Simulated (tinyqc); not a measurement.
Inside a calculation. Model: front-illuminated p-i-n photodiode, quantum efficiency and bandwidth.

Numbers from tinyqc (`OMP_NUM_THREADS=1 python tinyqc.py 2250037 2250038 out.jsonl`; about 0.01 s on one thread of a shared Intel Xeon 2.30GHz). Printed values are rounded.

Light enters through a p layer (0 to xp), a depleted layer (xp to xp + wi) and a thick n substrate, decaying as exp(-al x); one pass, no back reflection. Carriers made in the depleted layer are all collected; those in the neutral layers diffuse.

Inputs (values chosen for the exercise); values close to those of In0.53Ga0.47As at this wavelength:
```
symbol   value    unit                                         meaning
lam       1310      nm                                      wavelength
al       11700    1/cm                          absorption coefficient
Rf         0.3                           reflectance of the front face
eps_r     14.3                                   relative permittivity
xp        0.17      um                  thickness of the front p layer
wi         2.5      um                 thickness of the depleted layer
Dn          85  cm^2/s   electron diffusion coefficient in the p layer
Ln        0.44      um        electron diffusion length in the p layer
S         4000    cm/s     recombination velocity of the front surface
Lp           2      um  hole diffusion length in the thick n substrate
ve      7.05e6    cm/s                         electron drift velocity
vh      4.74e6    cm/s                             hole drift velocity
dia        310      um                                        diameter
RL          50     ohm                                 load resistance
Cp          10      fF                           parasitic capacitance
f          9.4     GHz                            modulation frequency
```

Constants: q = 1.602176634e-19 C, h = 6.62607015e-34 J s, c = 299792458 m/s, eps0 = 8.8541878128e-14 F/cm where lengths are in cm. Results are converted to the units shown.

## Quantum efficiency

k = al Ln, s = S Ln/Dn, e = exp(-al xp); front layer f1 = (k/(k^2 - 1)) {[s + k - e (s cosh(xp/Ln) + sinh(xp/Ln))]/[s sinh(xp/Ln) + cosh(xp/Ln)] - k e}; depleted layer f2 = e (1 - exp(-al wi)); substrate f3 = e exp(-al wi) al Lp/(1 + al Lp); external efficiency (1 - Rf)(f1 + f2 + f3); responsivity = efficiency q lam/(h c).

s = 0.00207059
f1 = 0.171625
f2 = 0.775647
f3 = 0.0308160
external efficiency = 0.684662
responsivity = 0.723404 A/W

The front layer absorbs 18.0 % of the light that enters and collects 95.2 % of that. Diffusion from the neutral layers makes up 20.7 % of the current.

## Response at one frequency

Drift response for pairs made in the depleted layer, a = al wi, g = 1 - exp(-a), u = 2 pi i f, te = wi/ve, th = wi/vh: electrons He = [g - a (exp(-a) - exp(-u te))/(u te - a)]/(u te g), holes Hh = [g - a (1 - exp(-a - u th))/(a + u th)]/(u th g); C = eps0 eps_r pi (dia/2)^2/wi + Cp; total |He + Hh|/sqrt(1 + (2 pi f RL C)^2), for the current of the depleted layer alone.

te = 35.4610 ps
th = 52.7426 ps
He = 0.421078-0.455305i
Hh = 0.178131-0.153304i
|He + Hh| = 0.854083
C = 3832.59 fF
total response = 0.0751694

The drift response alone falls to 1/sqrt(2) at 13.9 GHz and the RC term alone at 0.831 GHz; together they give 0.829 GHz.
